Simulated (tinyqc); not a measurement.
Inside a calculation. Method: Pariser-Parr-Pople SCF with singles CI, for the molecule N=Cc1ccccc1 (SMILES; centres numbered as the heavy atoms are written). One step of it, computed by the program tinyqc.

Question. Singles CI, singlets. Over the 9 single excitations with the smallest orbital gaps: A = (e_a - e_i) delta + 2 (ia|jb) - (ij|ab), with (pq|rs) = sum c_mp c_mq gamma_mn c_nr c_ns. f = 2/3 w |mu|^2 in atomic units, mu = sqrt2 sum c_ia sum_m c_mi c_ma R_m.

orbital energies (eV): -15.355119  -13.354255  -11.622735  -11.170091  -1.435873  -0.227556  1.149701  3.384333

coefficients:
```
         MO1        MO2        MO3        MO4        MO5        MO6        MO7        MO8
1N  0.205485   0.570068   0.006532   0.526084  -0.454709   0.018034  -0.362167   0.133192
2C  0.295425   0.502590   0.014695   0.201692   0.457328  -0.011237   0.569857  -0.291922
3C  0.497808   0.225100   0.012183  -0.475570   0.364741  -0.014923  -0.336684   0.478108
4C  0.398755  -0.046896  -0.498458  -0.274731  -0.350369  -0.489539   0.016417  -0.390105
5C  0.339277  -0.307289  -0.499356   0.215437  -0.117992   0.513254   0.313383   0.345157
6C  0.312284  -0.417030   0.008803   0.460592   0.428587  -0.032076  -0.471382  -0.330796
7C  0.327977  -0.312857   0.506283   0.207975  -0.176031  -0.479072   0.331750   0.352733
8C  0.378791  -0.057755   0.495355  -0.281247  -0.315753   0.515469  -0.002106  -0.404094
```

repulsion gamma_rs (eV), lower triangle:
```
           1N         2C         3C         4C         5C         6C         7C         8C
1N  12.300000
2C   7.729818  11.130000
3C   5.297028   7.553010  11.130000
4C   3.690574   5.240060   7.556581  11.130000
5C   2.878535   3.670163   5.240060   7.553010  11.130000
6C   2.772035   3.276624   4.668999   5.239840   7.555992  11.130000
7C   3.290539   3.669614   5.238699   4.668753   5.240168   7.554442  11.130000
8C   4.709525   5.238699   7.553212   5.240168   4.669089   5.239560   7.553010  11.130000
```

Centres (angstrom, eV; a flat drawing with bonds scaled to 1.40 angstrom):
```
centre          x          y  core charge z          W   gamma_rr
1N      -2.879000   0.438000              1  14.100000  12.300000
2C      -1.930000  -0.591000              1  11.160000  11.130000
3C      -0.564000  -0.283000              1  11.160000  11.130000
4C       0.385000  -1.311000              1  11.160000  11.130000
5C       1.751000  -1.003000              1  11.160000  11.130000
6C       2.167000   0.333000              1  11.160000  11.130000
7C       1.218000   1.362000              1  11.160000  11.130000
8C      -0.148000   1.054000              1  11.160000  11.130000
```

Give: singlet CI matrix; singlet excitation energies; oscillator strengths.

Answer.

singlet CI matrix (eV), lower triangle:
```
         4>5      3>5      4>6      3>6      2>5      4>7      3>7     2>6
4>5   5.1927
3>5   0.1123   5.6354
4>6   0.1122   0.8442   6.2534
3>6  -0.6760  -0.0022  -0.0005   6.3208
2>5  -0.0896   0.1147   0.1443   0.4984   7.3116
4>7  -0.0936   0.1124   0.0877   0.6227  -0.2455   7.5546
3>7  -0.0486   0.4301  -0.6004  -0.0149  -0.0355  -0.0077   7.8442
2>6   0.0428  -0.4989   0.5774   0.0096   0.0253   0.0105   0.2316  8.4485
1>5   0.3854  -0.0094   0.0451   0.2027  -0.1364   0.2587  -0.0597  0.0324

        1>5
1>5  8.6662
```

singlet excitation energies (eV): 4.7036  4.8117  6.0527  6.8107  7.5415  7.8072  8.0576  8.6216  8.8208

oscillator strengths: 0.0331  0.2201  0.6883  0.8285  0.1588  0.4983  0.3922  0.1641  0.0418
